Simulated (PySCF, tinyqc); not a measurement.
Inside a calculation. Method: CCSD on RHF in the sto-6g basis, for H6, spin multiplicity 1. The lowest restricted solution is unstable here: a spin-polarised one lies 0.0621 hartree lower (PySCF). Computed by tinyqc, a small Python program that keeps every step (integrals from PySCF). Settings: charge = 0, multiplicity = 1, basis = sto-6g, method = RHF, energy threshold = 1e-10, iteration cap = 79, orthogonalisation = symmetric, start = Wolfsberg-Helmholz matrix, DIIS depth = 6, amplitude equations = CCSD, DIIS depth for amplitudes = 4, cap on updates = 51. Command: `OMP_NUM_THREADS=1 python tinyqc.py 29022 29023 out.jsonl` (the two numbers bound the seeds that draw the settings). One thread of a shared host (Intel(R) Xeon(R) Processor @ 2.60GHz), about 0.4 s of CPU time with the checks. The early iterations of the SCF are left out here.

## One-electron integrals

Geometry (angstrom):

| atom | x | y | z |
|---|---|---|---|
| H | 0.000000 | 0.000000 | 0.000000 |
| H | 0.000000 | 0.000000 | 1.149000 |
| H | 0.000000 | 0.000000 | 2.093000 |
| H | 0.000000 | 0.000000 | 3.241000 |
| H | 0.000000 | 0.000000 | 4.185000 |
| H | 0.000000 | 0.000000 | 5.334000 |

Basis sto-6g: exponents (1/bohr^2) and contraction coefficients of normalised primitives:

| element | l (shell) | exponent | coefficient |
|---|---|---|---|
| H | s (1) | 35.523221 | 0.009164 |
| H | s (1) | 6.513144 | 0.049361 |
| H | s (1) | 1.822143 | 0.168538 |
| H | s (1) | 0.625955 | 0.370563 |
| H | s (1) | 0.243077 | 0.416492 |
| H | s (1) | 0.100112 | 0.130334 |

Overlap, kinetic and nuclear-attraction integrals over the contracted functions; the nuclear repulsion is the sum of Za Zb / Rab.

nuclear repulsion = 4.36772574 hartree

overlap S:
```
          1H 1s     2H 1s     3H 1s     4H 1s     5H 1s     6H 1s
1H 1s  1.000000  0.413668  0.103200  0.013975  0.002237  0.000185
2H 1s  0.413668  1.000000  0.530209  0.103368  0.020326  0.002237
3H 1s  0.103200  0.530209  1.000000  0.414194  0.103368  0.013975
4H 1s  0.013975  0.103368  0.414194  1.000000  0.530209  0.103200
5H 1s  0.002237  0.020326  0.103368  0.530209  1.000000  0.413668
6H 1s  0.000185  0.002237  0.013975  0.103200  0.413668  1.000000
```

kinetic energy T (hartree):
```
           1H 1s      2H 1s      3H 1s      4H 1s      5H 1s      6H 1s
1H 1s   0.768522   0.066411  -0.012086  -0.004078  -0.000930  -0.000109
2H 1s   0.066411   0.768522   0.133114  -0.012083  -0.005421  -0.000930
3H 1s  -0.012086   0.133114   0.768522   0.066665  -0.012083  -0.004078
4H 1s  -0.004078  -0.012083   0.066665   0.768522   0.133114  -0.012086
5H 1s  -0.000930  -0.005421  -0.012083   0.133114   0.768522   0.066411
6H 1s  -0.000109  -0.000930  -0.004078  -0.012086   0.066411   0.768522
```

nuclear attraction V (hartree):
```
           1H 1s      2H 1s      3H 1s      4H 1s      5H 1s      6H 1s
1H 1s  -2.333997  -0.957226  -0.237247  -0.031117  -0.004857  -0.000386
2H 1s  -0.957226  -2.784927  -1.408839  -0.253844  -0.047517  -0.004857
3H 1s  -0.237247  -1.408839  -2.900569  -1.081960  -0.253844  -0.031117
4H 1s  -0.031117  -0.253844  -1.081960  -2.900569  -1.408839  -0.237247
5H 1s  -0.004857  -0.047517  -0.253844  -1.408839  -2.784927  -0.957226
6H 1s  -0.000386  -0.004857  -0.031117  -0.237247  -0.957226  -2.333997
```

core Hamiltonian H = T + V (hartree):
```
           1H 1s      2H 1s      3H 1s      4H 1s      5H 1s      6H 1s
1H 1s  -1.565475  -0.890815  -0.249332  -0.035195  -0.005787  -0.000495
2H 1s  -0.890815  -2.016404  -1.275725  -0.265928  -0.052939  -0.005787
3H 1s  -0.249332  -1.275725  -2.132047  -1.015296  -0.265928  -0.035195
4H 1s  -0.035195  -0.265928  -1.015296  -2.132047  -1.275725  -0.249332
5H 1s  -0.005787  -0.052939  -0.265928  -1.275725  -2.016404  -0.890815
6H 1s  -0.000495  -0.005787  -0.035195  -0.249332  -0.890815  -1.565475
```

## Two-electron integrals

Functions are numbered as in S; the eight-fold symmetry (ij|kl) = (ji|kl) = (kl|ij) leaves the list below.

Two-electron integrals (ij|kl) in chemists' order, unique and non-zero (hartree):
```
(11|11) 0.774999   (21|11) 0.246228   (21|21) 0.105543   (22|11) 0.432272
(22|21) 0.246228   (22|22) 0.774999   (31|11) 0.046810   (31|21) 0.022199
(31|22) 0.059711   (31|31) 0.005307   (32|11) 0.172459   (32|21) 0.099710
(32|22) 0.336005   (32|31) 0.028247   (32|32) 0.182467   (33|11) 0.252200
(33|21) 0.143387   (33|22) 0.496640   (33|31) 0.046810   (33|32) 0.336005
(33|33) 0.774999   (41|11) 0.004843   (41|21) 0.002370   (41|22) 0.006665
(41|31) 0.000614   (41|32) 0.003522   (41|33) 0.006664   (41|41) 0.000079
(42|11) 0.025917   (42|21) 0.014339   (42|22) 0.046899   (42|31) 0.004285
(42|32) 0.028299   (42|33) 0.059819   (42|41) 0.000615   (42|42) 0.005325
(43|11) 0.082909   (43|21) 0.044319   (43|22) 0.143608   (43|31) 0.014334
(43|32) 0.099866   (43|33) 0.246617   (43|41) 0.002373   (43|42) 0.022267
(43|43) 0.105838   (44|11) 0.163271   (44|21) 0.082821   (44|22) 0.252319
(44|31) 0.025882   (44|32) 0.172557   (44|33) 0.432560   (44|41) 0.004843
(44|42) 0.046899   (44|43) 0.246617   (44|44) 0.774999   (51|11) 0.000635
(51|21) 0.000318   (51|22) 0.000917   (51|31) 0.000086   (51|32) 0.000505
(51|33) 0.000996   (51|41) 0.000012   (51|42) 0.000095   (51|43) 0.000387
(51|44) 0.000878   (51|51) 1.82e-06   (52|11) 0.004307   (52|21) 0.002312
(52|22) 0.007359   (52|31) 0.000692   (52|32) 0.004520   (52|33) 0.009787
(52|41) 0.000105   (52|42) 0.000922   (52|43) 0.004056   (52|44) 0.009787
(52|51) 0.000017   (52|52) 0.000173   (53|11) 0.017827   (53|21) 0.009204
(53|22) 0.028634   (53|31) 0.002885   (53|32) 0.019374   (53|33) 0.046899
(53|41) 0.000491   (53|42) 0.004587   (53|43) 0.022267   (53|44) 0.059819
(53|51) 0.000086   (53|52) 0.000922   (53|53) 0.005325   (54|11) 0.075811
(54|21) 0.037402   (54|22) 0.110100   (54|31) 0.011268   (54|32) 0.072156
(54|33) 0.172557   (54|41) 0.002052   (54|42) 0.019374   (54|43) 0.099866
(54|44) 0.336005   (54|51) 0.000398   (54|52) 0.004520   (54|53) 0.028299
(54|54) 0.182467   (55|11) 0.126446   (55|21) 0.060939   (55|22) 0.174288
(55|31) 0.017801   (55|32) 0.110100   (55|33) 0.252319   (55|41) 0.003120
(55|42) 0.028634   (55|43) 0.143608   (55|44) 0.496640   (55|51) 0.000635
(55|52) 0.007359   (55|53) 0.046899   (55|54) 0.336005   (55|55) 0.774999
(61|11) 0.000041   (61|21) 0.000021   (61|22) 0.000062   (61|31) 0.000006
(61|32) 0.000037   (61|33) 0.000076   (61|41) 8.73e-07   (61|42) 0.000007
(61|43) 0.000032   (61|44) 0.000076   (61|51) 1.42e-07   (61|52) 1.41e-06
(61|53) 0.000007   (61|54) 0.000037   (61|55) 0.000062   (61|61) 1.17e-08
(62|11) 0.000393   (62|21) 0.000205   (62|22) 0.000635   (62|31) 0.000061
(62|32) 0.000398   (62|33) 0.000878   (62|41) 0.000010   (62|42) 0.000086
(62|43) 0.000387   (62|44) 0.000996   (62|51) 1.65e-06   (62|52) 0.000017
(62|53) 0.000095   (62|54) 0.000505   (62|55) 0.000917   (62|61) 1.42e-07
(62|62) 1.82e-06   (63|11) 0.002071   (63|21) 0.001038   (63|22) 0.003120
(63|31) 0.000316   (63|32) 0.002052   (63|33) 0.004843   (63|41) 0.000054
(63|42) 0.000491   (63|43) 0.002373   (63|44) 0.006664   (63|51) 0.000010
(63|52) 0.000105   (63|53) 0.000615   (63|54) 0.003522   (63|55) 0.006665
(63|61) 8.73e-07   (63|62) 0.000012   (63|63) 0.000079   (64|11) 0.012893
(64|21) 0.006216   (64|22) 0.017801   (64|31) 0.001818   (64|32) 0.011268
(64|33) 0.025882   (64|41) 0.000316   (64|42) 0.002885   (64|43) 0.014334
(64|44) 0.046810   (64|51) 0.000061   (64|52) 0.000692   (64|53) 0.004285
(64|54) 0.028247   (64|55) 0.059711   (64|61) 0.000006   (64|62) 0.000086
(64|63) 0.000614   (64|64) 0.005307   (65|11) 0.046128   (65|21) 0.021804
(65|22) 0.060939   (65|31) 0.006216   (65|32) 0.037402   (65|33) 0.082821
(65|41) 0.001038   (65|42) 0.009204   (65|43) 0.044319   (65|44) 0.143387
(65|51) 0.000205   (65|52) 0.002312   (65|53) 0.014339   (65|54) 0.099710
(65|55) 0.246228   (65|61) 0.000021   (65|62) 0.000318   (65|63) 0.002370
(65|64) 0.022199   (65|65) 0.105543   (66|11) 0.099208   (66|21) 0.046128
(66|22) 0.126446   (66|31) 0.012893   (66|32) 0.075811   (66|33) 0.163271
(66|41) 0.002071   (66|42) 0.017827   (66|43) 0.082909   (66|44) 0.252200
(66|51) 0.000393   (66|52) 0.004307   (66|53) 0.025917   (66|54) 0.172459
(66|55) 0.432272   (66|61) 0.000041   (66|62) 0.000635   (66|63) 0.004843
(66|64) 0.046810   (66|65) 0.246228   (66|66) 0.774999
```

## Orthogonalisation

S = U s U^T; symmetric (Loewdin) form X = U s^(-1/2) U^T, so that X^T S X = 1.

eigenvalues of S: 0.274676  0.414625  0.743746  1.017456  1.546872  2.002625

X:
```
           1H 1s      2H 1s      3H 1s      4H 1s      5H 1s      6H 1s
1H 1s   1.079401  -0.261012   0.053353  -0.009308   0.002616  -0.000465
2H 1s  -0.261012   1.237115  -0.374869   0.061339  -0.015263   0.002616
3H 1s   0.053353  -0.374869   1.244813  -0.294570   0.061339  -0.009308
4H 1s  -0.009308   0.061339  -0.294570   1.244813  -0.374869   0.053353
5H 1s   0.002616  -0.015263   0.061339  -0.374869   1.237115  -0.261012
6H 1s  -0.000465   0.002616  -0.009308   0.053353  -0.261012   1.079401
```

## Iteration 8 (converged): orbitals

converged F (hartree):
```
           1H 1s      2H 1s      3H 1s      4H 1s      5H 1s      6H 1s
1H 1s  -0.202242  -0.406166  -0.143162   0.006739   0.003003  -0.015234
2H 1s  -0.406166  -0.341852  -0.449330  -0.139114  -0.024869   0.003003
3H 1s  -0.143162  -0.449330  -0.345718  -0.405553  -0.139114   0.006739
4H 1s   0.006739  -0.139114  -0.405553  -0.345718  -0.449330  -0.143162
5H 1s   0.003003  -0.024869  -0.139114  -0.449330  -0.341852  -0.406166
6H 1s  -0.015234   0.003003   0.006739  -0.143162  -0.406166  -0.202242
```

Diagonalise F' = X^T F X, C = X C', fill 3 alpha and 3 beta electrons from the bottom; D = 2 C_occ C_occ^T. Each column has its largest component positive (the first on a tie).

F' = X^T F X (hartree):
```
           1          2          3          4          5          6
1  -0.035409  -0.407865   0.061361   0.020600   0.004604  -0.018471
2  -0.407865   0.061664  -0.464247   0.070995  -0.014200   0.004604
3   0.061361  -0.464247   0.063156  -0.427649   0.070995   0.020600
4   0.020600   0.070995  -0.427649   0.063156  -0.464247   0.061361
5   0.004604  -0.014200   0.070995  -0.464247   0.061664  -0.407865
6  -0.018471   0.004604   0.020600   0.061361  -0.407865  -0.035409
```

orbital energies (hartree): MO1 -0.646935, MO2 -0.515851, MO3 -0.267795, MO4 0.126805, MO5 0.543820, MO6 0.938777

coefficients C:
```
            MO1        MO2        MO3        MO4        MO5        MO6
1H 1s  0.145353   0.318923   0.519916   0.619009  -0.570058   0.367267
2H 1s  0.295509   0.427989   0.239404  -0.255069   0.827258  -0.816014
3H 1s  0.376342   0.197941  -0.415697  -0.474924  -0.432624   1.008572
4H 1s  0.376342  -0.197941  -0.415697   0.474924  -0.432624  -1.008572
5H 1s  0.295509  -0.427989   0.239404   0.255069   0.827258   0.816014
6H 1s  0.145353  -0.318923   0.519916  -0.619009  -0.570058  -0.367267
```

D after iteration 8:
```
           1H 1s      2H 1s      3H 1s      4H 1s      5H 1s      6H 1s
1H 1s   0.786304   0.607837  -0.196595  -0.449106   0.061855   0.379456
2H 1s   0.607837   0.655629   0.192818  -0.146047  -0.077070   0.061855
3H 1s  -0.196595   0.192818   0.707236   0.550514  -0.146047  -0.449106
4H 1s  -0.449106  -0.146047   0.550514   0.707236   0.192818  -0.196595
5H 1s   0.061855  -0.077070  -0.146047   0.192818   0.655629   0.607837
6H 1s   0.379456   0.061855  -0.449106  -0.196595   0.607837   0.786304
```

## Convergence

Stop when the energy changes by less than 1e-10 hartree and every element of the error matrix X^T (F D S - S D F) X is below 3e-06.

Course of the cycle:

| iteration | E (hartree) | change | largest element of the error matrix |
|---|---|---|---|
| 1 | -2.99992479 | - | 9.85e-02 |
| 2 | -3.04171890 | -4.18e-02 | 2.99e-02 |
| 3 | -3.04595452 | -4.24e-03 | 1.45e-02 |
| 4 | -3.04700845 | -1.05e-03 | 7.73e-04 |
| 5 | -3.04700975 | -1.30e-06 | 7.58e-05 |
| 6 | -3.04700978 | -3.15e-08 | 9.90e-06 |
| 7 | -3.04700978 | -5.57e-10 | 4.24e-08 |
| 8 | -3.04700978 | -7.11e-15 | 6.42e-11 |

PySCF RHF in the same basis = -3.04700978 hartree

Converged in 8 iterations.

## Integrals over molecular orbitals

(pq|rs) = sum C_ip C_jq C_kr C_ls (ij|kl), one index at a time.

one-electron integrals over orbitals h = C^T H C (hartree):
```
           1          2          3          4          5          6
1  -2.221226   0.000000   0.141380   0.000000  -0.048803   0.000000
2   0.000000  -2.004647   0.000000   0.220667   0.000000   0.026923
3   0.141380   0.000000  -1.758282   0.000000  -0.177186   0.000000
4   0.000000   0.220667   0.000000  -1.637115   0.000000   0.145014
5  -0.048803   0.000000  -0.177186   0.000000  -1.410649   0.000000
6   0.000000   0.026923   0.000000   0.145014   0.000000  -1.241041
```

Two-electron integrals over orbitals (pq|rs), unique and non-zero (hartree):
```
(11|11) 0.425955    (21|21) 0.141943    (22|11) 0.354379    (22|22) 0.368223
(31|11) -0.075498   (31|22) 0.009846    (31|31) 0.085576    (32|21) 0.080605
(32|32) 0.109807    (33|11) 0.333548    (33|22) 0.331782    (33|31) -0.004969
(33|33) 0.355211    (41|21) -0.057722   (41|32) 0.023348    (41|41) 0.072912
(42|11) -0.089302   (42|22) -0.027950   (42|31) 0.062600    (42|33) 0.012067
(42|42) 0.091373    (43|21) 0.095171    (43|32) 0.095971    (43|41) -0.002391
(43|43) 0.139903    (44|11) 0.342370    (44|22) 0.338890    (44|31) -0.007410
(44|33) 0.352794    (44|42) 0.000985    (44|44) 0.363511    (51|11) 0.000744
(51|22) 0.039034    (51|31) 0.037551    (51|33) -0.017981   (51|42) -0.017738
(51|44) -0.010755   (51|51) 0.062169    (52|21) 0.057008    (52|32) 0.007669
(52|41) -0.044927   (52|43) -0.027454   (52|52) 0.084266    (53|11) 0.087796
(53|22) 0.025815    (53|31) -0.062961   (53|33) -0.004815   (53|42) -0.083490
(53|44) -0.006609   (53|51) 0.010283    (53|53) 0.089178    (54|21) -0.085645
(54|32) -0.104343   (54|41) -0.013960   (54|43) -0.097347   (54|52) -0.011043
(54|54) 0.111511    (55|11) 0.371489    (55|22) 0.376819    (55|31) 0.000727
(55|33) 0.346733    (55|42) -0.032037   (55|44) 0.353948    (55|51) 0.034921
(55|53) 0.032050    (55|55) 0.402476    (61|21) 0.001905    (61|32) -0.030037
(61|41) -0.028514   (61|43) 0.032165    (61|52) -0.040206   (61|54) 0.027736
(61|61) 0.071874    (62|11) 0.000838    (62|22) -0.036306   (62|31) -0.036850
(62|33) 0.013782    (62|42) 0.012178    (62|44) 0.015880    (62|51) -0.057212
(62|53) -0.014286   (62|55) -0.036081   (62|62) 0.059870    (63|21) -0.055229
(63|32) 0.017952    (63|41) 0.066599    (63|43) -0.002281   (63|52) -0.044557
(63|54) -0.018600   (63|61) -0.026470   (63|63) 0.070513    (64|11) -0.078613
(64|22) 0.003847    (64|31) 0.083524    (64|33) -0.007051   (64|42) 0.064623
(64|44) -0.009151   (64|51) 0.035800    (64|53) -0.066190   (64|55) 0.003161
(64|62) -0.037207   (64|64) 0.091860    (65|21) -0.145139   (65|32) -0.086829
(65|41) 0.056943    (65|43) -0.102088   (65|52) -0.058911   (65|54) 0.092617
(65|61) -0.001313   (65|63) 0.059569    (65|65) 0.163318    (66|11) 0.452590
(66|22) 0.379240    (66|31) -0.079826   (66|33) 0.359207    (66|42) -0.095777
(66|44) 0.369924    (66|51) 0.000981    (66|53) 0.097340    (66|55) 0.407307
(66|62) 0.000176    (66|64) -0.088639   (66|66) 0.507134
```

## CCSD: starting amplitudes

t_ij^ab = <ij||ab> / (e_i + e_j - e_a - e_b), whose energy is MP2.

Starting amplitudes (spin orbitals 1a, 1b, ...; amplitudes related by a flip of all spins are not repeated; the 24 largest):

| from | to | t |
|---|---|---|
| 3a 3b | 4a 4b | -0.177271 |
| 2a 2b | 4a 4b | -0.071090 |
| 2a 3b | 4a 5b | 0.057410 |
| 3a 3b | 5a 5b | -0.054939 |
| 1a 1b | 4a 4b | -0.047117 |
| 2a 2b | 5a 5b | -0.039760 |
| 2a 3a | 4a 5a | 0.038532 |
| 1a 3b | 4a 6b | -0.033630 |
| 3a 3b | 6a 6b | -0.029220 |
| 1a 1b | 5a 5b | -0.026105 |
| 1a 2b | 4a 5b | 0.024504 |
| 1a 1b | 6a 6b | -0.022663 |
| 1a 2b | 5a 6b | 0.021627 |
| 2a 2b | 6a 6b | -0.020579 |
| 2a 3b | 5a 6b | 0.019661 |
| 2a 3b | 4b 5a | -0.018879 |
| 1a 3a | 4a 6a | -0.017388 |
| 1a 3b | 4b 6a | 0.016243 |
| 1a 2b | 5b 6a | -0.015199 |
| 1a 2a | 4a 5a | 0.014829 |
| 2a 3a | 5a 6a | 0.013357 |
| 1a 1b | 4a 6b | 0.012085 |
| 1a 2b | 4b 5a | -0.009675 |
| 1a 3b | 6a 6b | 0.009480 |

correlation energy = -0.08265101 hartree

## CCSD: amplitude update 1

t_i^a D_i^a and t_ij^ab D_ij^ab are set to the remaining terms of the spin-orbital equations, evaluated with the old amplitudes; for the doubles these are <ij||ab> + 1/2 <ab||ef> t_ij^ef + 1/2 <mn||ij> t_mn^ab + P(ij)P(ab) <mb||ej> t_im^ae + terms in t^2 + terms with t1, D the orbital-energy denominators.

Amplitudes after update 1 (spin orbitals 1a, 1b, ...; amplitudes related by a flip of all spins are not repeated; the 24 largest):

| from | to | t |
|---|---|---|
| 3a 3b | 4a 4b | -0.262143 |
| 2a 3b | 4a 5b | 0.089292 |
| 2a 2b | 4a 4b | -0.072426 |
| 1a 3b | 4a 6b | -0.055676 |
| 2a 2b | 5a 5b | -0.054308 |
| 3a 3b | 5a 5b | -0.052669 |
| 2a 3a | 4a 5a | 0.044840 |
| 2a 3b | 4b 5a | -0.044452 |
| 1a 1b | 4a 4b | -0.043752 |
| 1a 2b | 4a 5b | 0.030937 |
| 1a 2b | 5a 6b | 0.030911 |
| 1a 3b | 4b 6a | 0.030813 |
| 1a 1b | 5a 5b | -0.030566 |
| 1a 1b | 6a 6b | -0.030020 |
| 1a 3a | 4a 6a | -0.024863 |
| 3a 3b | 6a 6b | -0.024149 |
| 2a 3b | 5a 6b | 0.023127 |
| 2a 2b | 6a 6b | -0.022534 |
| 1a 2b | 5b 6a | -0.022120 |
| 1a 2a | 4a 5a | 0.016439 |
| 1a 1b | 4a 6b | 0.016313 |
| 1a 2b | 4b 5a | -0.014498 |
| 2a 3a | 5a 6a | 0.014168 |
| 2a 2b | 4a 6b | -0.013029 |

correlation energy = -0.11147681 hartree

## CCSD: convergence

E_corr = 1/4 sum <ij||ab> t_ij^ab + 1/2 sum <ij||ab> t_i^a t_j^b; stop when the norm of the change is below 1e-8.

Course of the amplitude iterations:

| update | correlation energy (hartree) | norm of the change |
|---|---|---|
| 0 | -0.08265101 | - |
| 1 | -0.11147681 | 2.30e-01 |
| 2 | -0.12625996 | 1.35e-01 |
| 3 | -0.14244491 | 7.86e-02 |
| 4 | -0.14393197 | 2.18e-02 |
| 5 | -0.14422864 | 1.06e-02 |
| 6 | -0.14449932 | 2.59e-03 |
| 7 | -0.14449093 | 7.60e-04 |
| 8 | -0.14443128 | 3.21e-04 |
| 9 | -0.14443101 | 2.32e-05 |
| 10 | -0.14443166 | 1.00e-05 |
| 11 | -0.14443196 | 3.36e-06 |
| 12 | -0.14443213 | 1.63e-06 |
| 13 | -0.14443216 | 5.79e-07 |
| 14 | -0.14443215 | 1.74e-07 |
| 15 | -0.14443215 | 8.01e-08 |
| 16 | -0.14443215 | 1.69e-08 |
| 17 | -0.14443215 | 6.69e-09 |

Converged amplitudes (spin orbitals 1a, 1b, ...; amplitudes related by a flip of all spins are not repeated; the 24 largest):

| from | to | t |
|---|---|---|
| 3a 3b | 4a 4b | -0.413928 |
| 2a 3b | 4a 5b | 0.124051 |
| 2a 2b | 5a 5b | -0.079239 |
| 1a 3b | 4a 6b | -0.078297 |
| 2a 3a | 4a 5a | 0.063472 |
| 2a 3b | 4b 5a | -0.060579 |
| 2a 2b | 4a 4b | -0.050147 |
| 2a | 4a | -0.047811 |
| 1a 2b | 5a 6b | 0.043795 |
| 1a 1b | 6a 6b | -0.041753 |
| 1a 3b | 4b 6a | 0.041080 |
| 3a | 5a | -0.037436 |
| 1a 3a | 4a 6a | -0.037217 |
| 1a 1b | 5a 5b | -0.034981 |
| 3a 3b | 5a 5b | -0.034927 |
| 1a 2b | 5b 6a | -0.030324 |
| 1a 1b | 4a 4b | -0.026225 |
| 2a 2b | 6a 6b | -0.025342 |
| 1a 2b | 4a 5b | 0.024526 |
| 2a 3b | 5a 6b | 0.017951 |
| 1a 2a | 4a 5a | 0.015357 |
| 1a 1b | 4a 6b | 0.014144 |
| 3a 3b | 6a 6b | -0.013715 |
| 1a 2a | 5a 6a | 0.013471 |

CCSD total energy = -3.19144193 hartree

T1 diagnostic, norm of the one-spin t1 over sqrt(correlated electrons) = 0.025102

Converged in 17 updates, with DIIS from the third.
